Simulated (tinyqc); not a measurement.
Worked calculation: elastic strain and critical thickness of a cubic alloy layer A(1-x)B(x) on a thick substrate. Computed by tinyqc, a small Python program that keeps every step. Command: `OMP_NUM_THREADS=1 python tinyqc.py 3024962 3024963 out.jsonl misfit walk`. One thread of a shared host (Intel(R) Xeon(R) Processor @ 2.30GHz), about 0.01 s of CPU time with the checks. Intermediate numbers are printed to about 6 digits and carried at full precision; extremes and crossings named in words are read from the listed rows.

Strain is positive in tension. The layer is coherent with the substrate unless said otherwise.

Inputs (values chosen for the exercise, for a model alloy):

| quantity | value | unit |
|---|---|---|
| fraction x of B | 0.3 | - |
| lattice constant a_A | 5.431 | angstrom |
| lattice constant a_B | 5.658 | angstrom |
| substrate lattice constant a_S | 5.425 | angstrom |
| layer thickness h | 72 | nm |
| biaxial modulus of the substrate M_S | 167 | GPa |
| substrate thickness t_S | 525 | micrometre |
| wafer diameter W | 50 | mm |
| X-ray wavelength | 1.540593 | angstrom |
| start of the iteration h0/b | 1000 | - |

Growth plane: (111). Layer: uncapped. Misfit dislocation: edge.

C11, C12, C44 of A (GPa): 156.3  62.53  79.03

C11, C12, C44 of B (GPa): 140.1  48.34  66.09

## Alloy by Vegard's rule, and misfit

a = (1 - x) a_A + x a_B, the same rule for each C_ij; misfit f = (a_S - a)/a, the in-plane strain of the coherent layer.

free lattice constant a = 5.4991 angstrom

elastic constants (GPa): C11 151.440, C12 58.273, C44 75.148

misfit f = -0.0134749

The layer is compressed in the plane by 1.35 %.

## Biaxial strain, stress and energy

(111): D = 2 (C11 + 2 C12 - 2 C44)/(C11 + 2 C12 + 4 C44), M = 6 C44 (C11 + 2 C12)/(C11 + 2 C12 + 4 C44). The free surface carries no normal stress, so e_perp = -D f; dV/V = 2 f + e_perp; stress = M f; energy per area = M f^2 h (1 GPa nm = 1 J/m^2).

ratio D = 0.413980

normal strain e_perp = 0.00557835

volume strain dV/V = -0.0213715

biaxial modulus M = 212.516 GPa

in-plane stress = -2.86363 GPa

strain energy per area = 2.77828 J/m^2

## Symmetric X-ray reflection

Reflection 111: d = a_perp/sqrt(3), with a_perp = a (1 + e_perp) for the coherent layer, a for the relaxed layer and a_S for the substrate; sin(theta) = lambda/(2 d).

Bragg angles:

| crystal | a_perp (angstrom) | theta (degrees) | from substrate (arcsec) |
|---|---|---|---|
| substrate | 5.42500 | 14.2370 | 0.000 |
| coherent layer | 5.52978 | 13.9618 | -991.021 |
| relaxed layer | 5.49910 | 14.0412 | -704.906 |

peak separation of the coherent layer = -991.021 arcsec

The coherent layer lies 1.41 times as far from the substrate peak as a relaxed one, about 1 + D = 1.41: reading its peak as relaxed would overstate the mismatch by that factor.

## Isotropic constants and the prefactor A

Voigt averages: G = (C11 - C12 + 3 C44)/5, B = (C11 + 2 C12)/3, nu = (3 B - 2 G)/(2 (3 B + G)); b = a/sqrt(2). Edge dislocation with b in the interface: cos alpha = 0, cos lambda = 1. Matthews-Blakeslee: h_c = A [ln(h_c/b) + 1], A = b (1 - nu cos^2 alpha)/(8 pi |f| (1 + nu) cos lambda), the factor 8 pi being that of an uncapped layer.

shear modulus G = 63.7222 GPa

Poisson ratio nu = 0.211845

Burgers vector b = 0.388845 nm

prefactor A = 0.947465 nm

## Critical thickness by fixed-point iteration

Start at h0, put the right side back in, and stop when the change is below 1e-9 h or h turns negative.

Iteration:

| step | h in (nm) | h out (nm) | change (nm) |
|---|---|---|---|
| 1 | 388.845 | 7.49232 | -3.81353e+02 |
| 2 | 7.492 | 3.75049 | -3.74182e+00 |
| 3 | 3.750 | 3.09486 | -6.55637e-01 |
| 4 | 3.095 | 2.91281 | -1.82051e-01 |
| 5 | 2.913 | 2.85537 | -5.74400e-02 |
| 6 | 2.855 | 2.83650 | -1.88705e-02 |
| 7 | 2.836 | 2.83021 | -6.28238e-03 |
| ... | ... | ... | ... |
| 15 | 2.827 | 2.82705 | -9.96557e-07 |
| 16 | 2.827 | 2.82705 | -3.33988e-07 |
| 17 | 2.827 | 2.82705 | -1.11933e-07 |
| 18 | 2.827 | 2.82705 | -3.75136e-08 |
| 19 | 2.827 | 2.82705 | -1.25724e-08 |
| 20 | 2.827 | 2.82705 | -4.21353e-09 |
| 21 | 2.827 | 2.82705 | -1.41213e-09 |

critical thickness h_c (Matthews-Blakeslee) = 2.82705 nm

Converged; near the root each step shrinks the error by A/h_c = 0.335. h_c is 7.3 Burgers vectors. Caution: an edge dislocation with b in the interface cannot reach it by glide, so the force balance is formal for it.

## Equilibrium strain at the thickness h

For h > h_c the same force balance gives the strain left, |e| = |f| A [ln(h/b) + 1]/h, and below h_c e = f; relaxation = 1 - e/f; dislocations per length across each line direction = (|f| - |e|)/(b cos lambda), times 2/3 for the three line sets on (111).

strain left e = -0.00110315

relaxation = 91.8133 %

dislocation line density = 21.2112 1/micrometre

h is 25.47 h_c: in equilibrium dislocations lie 47.1 nm apart; slow nucleation and glide can keep a real layer more strained.

## Wafer curvature of the coherent layer

Stoney: curvature = 6 |stress| h/(M_S t_S^2); radius = 1/curvature; bow = curvature W^2/8.

curvature = 0.0268761 1/m

radius of curvature = 37.2078 m

bow = 8.39878 micrometre

Caution: M_S is near the value for a (001) wafer; a (111) wafer is stiffer and bends less. Caution: the curvature assumes a coherent layer, but h exceeds h_c.

## Force balance against energy balance

People-Bean: h_c = P ln(h_c/b), P = (1 - nu)/(1 + nu) b^2/(16 pi sqrt(2) a f^2). The misfit is scaled by 0.25, 0.4, 0.6, 1, 1.5, 2.2 at fixed a, b and nu; the upper root is taken, and rows with A < 1.3 b or P < 3 b, where the roots shrink to the core size or vanish, are left out.

Critical thickness:

| \|f\| (%) | Matthews-Blakeslee (nm) | People-Bean (nm) | ratio |
|---|---|---|---|
| 0.33687 | 18.4089 | 1880.64 | 102.159 |
| 0.53900 | 10.0786 | 641.49 | 63.649 |
| 0.80850 | 5.8638 | 248.63 | 42.401 |
| 1.34749 | 2.8271 | 72.42 | 25.616 |
| 2.02124 | 1.4728 | 25.84 | 17.544 |

The exponents d ln h_c/d ln f are -1.28 and -2.29 between the first rows, steeper than the -1 and -2 of the prefactors because of the logarithm. The ratio falls from 102 to 17.5 as the misfit grows. Where People-Bean lies above, a layer between the lines is metastable: dislocations would lower the energy but have to be nucleated. Above about 2 % misfit islands may come first.

Checks made by the program: D and M against the full stiffness tensor (relative difference below 1e-10); h_c against the Lambert function, -A W_(-1)(-b/(A e)) (relative difference 3e-10).
